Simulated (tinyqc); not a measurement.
Energy and delay of logic against supply voltage: one step of the calculation.

One expression serves below and above threshold: I(Vg) = Ik [ln(1 + exp((Vg - VT + dd V)/(al nf Vt)))]^al, with I_on = I(V) and I_off = I(0). Gate delay td = kd C V/I_on, clock period LD td. Per gate and cycle the switching energy is act C V^2 and the leakage energy I_off V LD td. No short-circuit current, no variation. Minima are sought above 0.09 V; below a few Vt gates no longer switch and the model has no meaning.

Question. Currents, delay and energies. I_on, I_off, td, clock frequency 1/(LD td), both energies and their sum.

Inputs (values chosen for the exercise); values of the order met in logic technologies:
```
symbol  value  unit                               meaning
T         300     K                           temperature
VT       0.43     V  threshold voltage at zero drain bias
nf       1.42                                slope factor
dd       0.07         barrier lowering per volt of supply
Ik        1.3    uA            specific current of a gate
al       1.69                 exponent of the current law
C        0.35    fF            load capacitance of a gate
kd        0.8                                delay factor
LD         30                                 logic depth
act      0.02                             activity factor
V        0.63     V                        supply voltage
```

Constants: q = 1.602176634e-19 C, kB = 1.380649e-23 J/K, Vt = kB T/q. Results are converted to the units shown.

Find: I_on; I_off; td; clock frequency; switching energy; leakage energy; energy.

Answer.

I_on = 13.27 uA
I_off = 0.03531 nA
td = 13.29 ps
clock frequency = 2.508 GHz
switching energy = 2.778 aJ
leakage energy = 0.008869 aJ
energy = 2.787 aJ

I_on/I_off = 3.76e5; leakage makes up 0.318 % of the energy.

Computed by the program tinyqc: `OMP_NUM_THREADS=1 python tinyqc.py 2082160 2082161 out.jsonl`, one thread of a shared Intel Xeon 2.30GHz, about 0.01 s for the whole run.
